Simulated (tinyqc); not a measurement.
Against voltage: leakage through a gate insulator: direct, Fowler-Nordheim, trap-assisted and Poole-Frenkel currents. Computed by tinyqc, a small Python program. Command: `OMP_NUM_THREADS=1 python tinyqc.py 3000086 3000087 out.jsonl oxideleak walk`. One thread of a shared host (Intel(R) Xeon(R) Processor @ 2.30GHz), about 0.01 s of CPU time with the checks.

Electrons enter from the cathode Fermi level at x = 0; the conduction band of the insulator lies phi_b - e F x above it, F = V/t. WKB exponents use a parabolic band with mass m.

Inputs (values chosen for the exercise, with an insulator like SiO2):
```
quantity                     value   unit
thickness t                    5.3     nm
barrier phi_b                 3.09     eV
tunnelling mass m             0.41    m_0
static constant eps_ox         3.8      -
trap depth phi_t               2.4     eV
trap density N_t           2.5e+19  cm^-3
attempt rate nu_0            6e+12    1/s
activation of capture E_a     0.27     eV
temperature T                  250      K
```

Constants: e = 1.602176634e-19 C; hbar = 1.054571817e-34 J s; hbar^2/(2 m_0) = 3.80998212 eV angstrom^2; k_B = 8.617333262e-05 eV/K.

Method:
- For a level a distance phi(x) below the band, the WKB exponent is 2 int kappa dx with kappa = sqrt(m phi/(hbar^2/2m_0)); for a linear barrier from phi_1 down to phi_2 = max(phi_1 - e F d, 0) it is G = (4/3) sqrt(m/(hbar^2/2m_0)) (phi_1^(3/2) - phi_2^(3/2))/(e F).
- J_tun = e^3 F^2/(16 pi^2 hbar m phi_b) x exp(-G) / [1 - sqrt(phi_2/phi_b)]^2 with the free-electron mass in the cathode (m in m_0), phi_2 = max(phi_b - e V, 0): direct tunnelling for e V < phi_b, Fowler-Nordheim above. Image forces, back-flow and the limit on supply are left out, so J_tun is overstated below about 0.5 V.
- A trap at depth x lies phi_t below the band. Capture: tunnel at the cathode Fermi level from 0 to x (G_in from phi_1 = phi_b), rate nu_0 exp(-G_in - E_c/k_B T) with E_c = E_a + max(phi_b - phi_t - e F x, 0), the last term being the height of the trap above the cathode Fermi level. Emission: tunnel from the trap level to the anode (G_out from phi_1 = phi_t over t - x), rate nu_0 exp(-G_out - E_a/k_B T). Re-emission to the cathode follows from detailed balance, rate_back = rate_in exp(dE/k_B T) with dE = phi_b - phi_t - e F x. Each trap passes R = rate_in rate_out/(rate_in + rate_back + rate_out) electrons per second; filling from the anode is left out.
- J_TAT = e N_t int_0^t R dx by the midpoint rule on 400 intervals; the most effective depth is the midpoint with the largest R, rounded to 0.01 nm.

Currents:
```
V (V)  F (MV/cm)  J_tun (A/cm^2)  J_TAT (A/cm^2)  best depth (nm)
0.64       1.208      1.1214e-17      2.0238e-20             2.51
1.29       2.434      3.6734e-16      1.5143e-13             2.83
1.93       3.642      1.6395e-14      9.9014e-12             2.40
2.58       4.868      1.3748e-12      3.5091e-11             2.37
3.23       6.094      5.3057e-10      1.6276e-10             2.29
3.88       7.321      5.2512e-07      2.6585e-09             1.24
4.53       8.547      7.5355e-05      5.3952e-08             1.04
5.18       9.774      3.2238e-03      5.1529e-07             0.89
5.83      11.000      6.1385e-02      2.9411e-06             0.79
```

What follows from these numbers?

The larger current changes between 0.64 and 1.29 V (to J_TAT) and between 2.58 and 3.23 V (to J_tun). Over the range J_tun grows by 15.7 decades and J_TAT by 14.2. The highest rows may lie beyond breakdown.

Extremes, crossings and ranges named in words are read from the listed rows.
